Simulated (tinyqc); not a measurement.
Barrier and mass from two Fowler-Nordheim currents.

Inverse problem. Fowler-Nordheim tunnelling through a dielectric follows J = A F^2 exp(-B/F), A = q^2 me/(16 pi^2 hbar m1 phi1) (A/V^2 with phi1 in volts), B = (4/3) sqrt(m1/C) phi1^1.5 (V/nm), C = hbar^2/(2 m0). Find B, A, phi1 and m1.

Parameters, values chosen for the exercise:
- me = 0.59 m0 (emitter mass in the supply function)

Constants: q = 1.602176634e-19 C, hbar = 1.054571817e-34 J s, m0 = 9.1093837015e-31 kg, hbar^2/(2 m0) = 0.0380998212 eV nm^2. Results are converted to the units shown.

J at F = 0.62 and 1.32 V/nm (A/cm^2): 6.2373148e-11  0.59322509

Solution. The slope of ln(J/F^2) against 1/F is -B and the intercept gives A. A fixes the product m1 phi1, and B = (4/3) phi1 sqrt(m1 phi1/C) then gives phi1.

B = 25.1 V/nm
A = 6.15e-7 A/V^2
phi1 = 3.02 eV
m1 = 0.490 m0

tinyqc, about 0.03 s, one thread, Intel Xeon 2.30GHz (shared host): `OMP_NUM_THREADS=1 python tinyqc.py 2540061 2540062 out.jsonl`
